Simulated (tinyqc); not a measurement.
Polytypes by hexagonality, and a cubic inclusion as a quantum well, step by step. Values are carried at full precision from step to step, so a last printed digit may differ when a step is redone from the rounded ones.

A layer is h if its two neighbours in the periodic sequence sit on the same site, k otherwise; the hexagonality h is the share of h layers.

Constants: hbar^2/2m0 = 3.80998211 eV angstrom^2.

Inputs chosen for the exercise (of the order of those of InAs; not measured data):
- E3 = 0.412 eV (gap of the cubic polytype)
- E2 = 0.457 eV (gap of 2H)
- Ev2 = 0.053 eV (valence top of 2H above that of 3C)
- P2 = 0.0021 C/m^2 (spontaneous polarisation of 2H)
- m = (0.027, 0.028) m0 (electron mass along c in the cubic layer and in the host)
- d = 3.494 angstrom (thickness of a double layer)
- eps = 14.6 (dielectric constant)
- N = 6 (double layers in the cubic inclusion)

## Hexagonality

Stacking sequences:

| polytype | sequence |
|---|---|
| 3C | ABC |
| 6H | ABCACB |
| 2H | AB |
| 4H | ABCB |
| 9R | ABCBCACAB |

Give the h/k string and h of each.

Hexagonality:

| polytype | h/k string | h |
|---|---|---|
| 3C | kkk | 0.0000 |
| 6H | hkkhkk | 0.3333 |
| 2H | hh | 1.0000 |
| 4H | hkhk | 0.5000 |
| 9R | hkhhkhhkh | 0.6667 |

## Gaps and band edges

Gap: E3 + (E2 - E3) h. Valence top Ev2 h and polarisation P2 h, both counted from 3C; Ec = Ev + gap.

Evaluate for each polytype.

Results:

| polytype | gap (eV) | Ev (eV) | Ec (eV) | P (C/m^2) |
|---|---|---|---|---|
| 3C | 0.4120 | 0.0000 | 0.4120 | 0.00000 |
| 6H | 0.4270 | 0.0177 | 0.4447 | 0.00070 |
| 2H | 0.4570 | 0.0530 | 0.5100 | 0.00210 |
| 4H | 0.4345 | 0.0265 | 0.4610 | 0.00105 |
| 9R | 0.4420 | 0.0353 | 0.4773 | 0.00140 |

The widest gap is that of 2H, the narrowest that of 3C. Ev and Ec both rise with h, so 3C collects electrons and the more hexagonal side holes: a staggered line-up.

## The bound level without the field

A cubic inclusion of width L = N d in the host (h = 1) is a well of depth V = Ec(host) - Ec(3C). Square well with mass mismatch: k tan(k L/2) = (m_w/m_b) q, k = sqrt(m_w E/c), q = sqrt(m_b (V - E)/c), c = hbar^2/2m0, lowest root. The depth of the level, V - E, is its binding, and the transition to the valence top of the host is gap(host) - (V - E). The step in polarisation gives a field |F| = |P|/(eps eps0) in a thin inclusion, eps0 = 8.8541878e-12 F/m.

Give V, L, the level E, its depth below the host conduction edge and the transition to the valence top of the host, gap(host) - (V - E).

V = 0.0980 eV
L = 20.964 angstrom
E above the bottom = 0.0910 eV
depth below the host edge = 0.0070 eV
transition = 0.4500 eV

The level keeps 7 % of the well depth. The transition lies above the gap of 3C itself (0.412 eV).

## The polarisation field

Give |F|, the drop |F| L, the bound charge |P|/e per cm^2 (e = 1.602176634e-19 C), and, as a first estimate, the shift -|F| L/2 of the transition for an electron centred in the layer and a hole in the host on the high side.

|F| = 0.162 MV/cm
drop = 34.1 meV
bound charge = 1.31e+12 cm^-2
estimated shift = -17.0 meV

The drop is 35 % of the well depth. The host edge on the low side sinks by 17 meV against the centre, more than the 7 meV by which the flat well binds, so the level may not survive the field and the estimate must be checked.

## Checks

- Square-well root against finite differences on a grid of 0.5 angstrom (eV): both 0.091.

Computed by tinyqc, a small Python program: `OMP_NUM_THREADS=1 python tinyqc.py 1880268 1880269 out.jsonl` (the numbers bound the seed that draws the inputs); one thread of a shared host (Intel(R) Xeon(R) Processor @ 2.30GHz), about 0.1 s for the whole set of steps.
